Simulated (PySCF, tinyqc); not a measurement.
Inside a calculation. Method: CCD on RHF in the sto-3g basis, frozen core, for BeH+, spin multiplicity 1. The lowest restricted solution is unstable here: a spin-polarised one lies 0.0135 hartree lower (PySCF). One step of it, computed by the program tinyqc.

Question. Orthogonalisation. S = U s U^T; symmetric (Loewdin) form X = U s^(-1/2) U^T, so that X^T S X = 1.

overlap S, order 1Be 1s, 1Be 2s, 1Be 2px, 1Be 2py, 1Be 2pz, 2H 1s:
```
[[1.000000, 0.259517, 0.000000, 0.000000, 0.000000, 0.019666],
 [0.259517, 1.000000, 0.000000, 0.000000, 0.000000, 0.257527],
 [0.000000, 0.000000, 1.000000, 0.000000, 0.000000, 0.000000],
 [0.000000, 0.000000, 0.000000, 1.000000, 0.000000, 0.000000],
 [0.000000, 0.000000, 0.000000, 0.000000, 1.000000, 0.340023],
 [0.019666, 0.257527, 0.000000, 0.000000, 0.340023, 1.000000]]
```

Give: eigenvalues of S; X.

Answer.

eigenvalues of S: [0.5460, 0.8011, 1.0000, 1.0000, 1.1839, 1.4689]

X, order 1Be 1s, 1Be 2s, 1Be 2px, 1Be 2py, 1Be 2pz, 2H 1s:
```
[[1.0273, -0.1400, 0.0000, 0.0000, -0.0057, 0.0189],
 [-0.1400, 1.0575, 0.0000, 0.0000, 0.0394, -0.1505],
 [0.0000, 0.0000, 1.0000, 0.0000, 0.0000, 0.0000],
 [0.0000, 0.0000, 0.0000, 1.0000, 0.0000, 0.0000],
 [-0.0057, 0.0394, 0.0000, 0.0000, 1.0502, -0.1929],
 [0.0189, -0.1505, 0.0000, 0.0000, -0.1929, 1.0797]]
```
